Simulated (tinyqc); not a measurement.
Worked calculation: q-state Potts model on a small periodic square lattice: enumeration, Metropolis, heat-bath and Wolff steps. Computed by tinyqc, a small Python program that keeps every step. Command: `OMP_NUM_THREADS=1 python tinyqc.py 3111397 3111398 out.jsonl potts walk`. One thread of a shared host (Intel(R) Xeon(R) Processor @ 2.30GHz), about 0.08 s of CPU time with the checks. Intermediate numbers are printed to about 5 digits and carried at full precision; extremes and crossings named in words are read from the listed rows.

E = -J x (number of nearest-neighbour bonds with equal states); n x n sites with periodic edges have 2 n^2 bonds. Order parameter m = (q f - 1)/(q - 1), f being the largest share of one state. Sites are numbered row by row from 0. Here q = 4 and n = 3.

Inputs (values chosen for the exercise, for a model of domains or grain orientations):
```
quantity             value  unit
number of states q       4     -
edge n                   3     -
coupling J              17   meV
temperature T          289     K
seed                944198     -
```

Update: Metropolis.

Constants: k_B = 8.617333262e-05 eV/K.

## Scales

K = J/(k_B T); the infinite square lattice orders at K_c = ln(1 + sqrt(q)); Wolff bond probability p = 1 - exp(-K).

K = 0.68262

K_c = 1.0986

T_c of the infinite lattice = 179.57 K

p = 0.49471

## Density of states

All q^(n^2) states are counted by their number b of equal bonds; weights g(b) exp(K b), K = J/(k_B T). Per site: u = -J <b>/n^2, c/k_B = K^2 (<b^2> - <b>^2)/n^2.

States by number of equal bonds:
```
b    g(b)  probability
0    1056   6.1299e-05
1    6048   6.9480e-04
2   26568   6.0404e-03
3   45360   2.0410e-02
4   63936   5.6934e-02
5   48384   8.5267e-02
6   34884   1.2166e-01
7   19872   1.3716e-01
8   10368   1.4163e-01
9    2784   7.5263e-02
10   2052   1.0979e-01
11    432   4.5741e-02
12    288   6.0350e-02
14    108   8.8638e-02
18      4   5.0360e-02
```

The most probable level has b = 8 of 18 bonds.

## Exact averages

ln Z = ln sum g(b) exp(K b); entropy per site s/k_B = (ln Z - K <b>)/n^2.

<b> = 8.7012

energy u = -16.436 meV/site

heat capacity c = 0.65726 k_B/site

entropy s = 1.1914 k_B/site

## Order parameter

The same sums with m: <m> and the Binder ratio U = 1 - <m^4>/(3 <m^2>^2).

<m> = 0.47735

Binder ratio U = 0.38192

## Eight single-site steps

start states:
```
   1  2  3
1  1  1  2
2  2  3  3
3  3  3  0
```

random numbers, one row a step:
```
        1       2       3
1  0.8001  0.9098  0.7293
2  0.3886  0.4369  0.0863
3  0.2611  0.5977  0.9922
4  0.2438  0.0486  0.4692
5  0.8693  0.6405  0.7932
6  0.3902  0.7566  0.0550
7  0.5384  0.5251  0.3296
8  0.3647  0.9832  0.4335
```

Site = floor(r1 n^2). Trial state = (old + 1 + floor(r2 (q - 1))) mod q; it is accepted if r3 < min(1, exp(K db)), db the change in equal bonds.

Steps:
```
site  old  trial  db  acceptance  new
7       3      2  -2      0.2553    3
3       2      0   0      1.0000    0
2       2      0   1      1.0000    0
2       0      1   1      1.0000    1
7       3      1  -1      0.5053    3
3       0      3   3      1.0000    3
4       3      1  -2      0.2553    3
3       3      2  -3      0.1290    3
```

states afterwards:
```
   1  2  3
1  1  1  1
2  3  3  3
3  3  3  0
```

## A longer run and its error bar

After 400 updates are discarded, b is recorded for 4000 sweeps of n^2 steps of the update named (random numbers not printed, so these rows are one sample). Records are averaged in blocks; the error is the scatter of block means over sqrt(number of blocks), and the last column its square over that for single records.

Blocking:
```
block length  mean b    error  variance ratio
1              8.576  0.05452          1.0000
4              8.576  0.08870          2.6472
16             8.576  0.12097          4.9241
40             8.576  0.13027          5.7099
100            8.576  0.14651          7.2221
```

The run gives 8.576 +/- 0.130 (blocks of 40) against the exact 8.701, a difference of 1.0 error bars. Single records understate the error by a factor of about 2.4, because successive records are correlated.

## Across the transition

m and U = 1 - <m^4>/(3 <m^2>^2) from the same sums; K = K_c T_c/T.

Exact values for this lattice:
```
T/T_c  share of equal bonds  c (k_B/site)      <m>        U
0.50                0.99903        0.0387  0.99933  0.66655
0.70                0.98553        0.3269  0.98922  0.66429
0.85                0.94557        0.9027  0.95552  0.65480
0.95                0.89297        1.4063  0.90719  0.63859
1.00                0.85844        1.6196  0.87404  0.62610
1.10                0.77870        1.8286  0.79456  0.59163
1.25                0.65916        1.5904  0.66979  0.52309
1.50                0.52113        0.8700  0.51934  0.41492
2.00                0.40589        0.2863  0.39121  0.32317
3.00                0.33643        0.0824  0.31759  0.30123
```

c is largest, 1.83 k_B, at T/T_c = 1.1: on so small a lattice the transition is a broad bump. At T_c the infinite lattice has a share (1 + 1/sqrt(q))/2 = 0.750 of equal bonds, against 0.858 here. <m> stays at 0.32 at 3 T_c, since the largest share among 9 sites always exceeds 1/q on average.

Checks made by the program: number of states (relative difference below 1e-10).
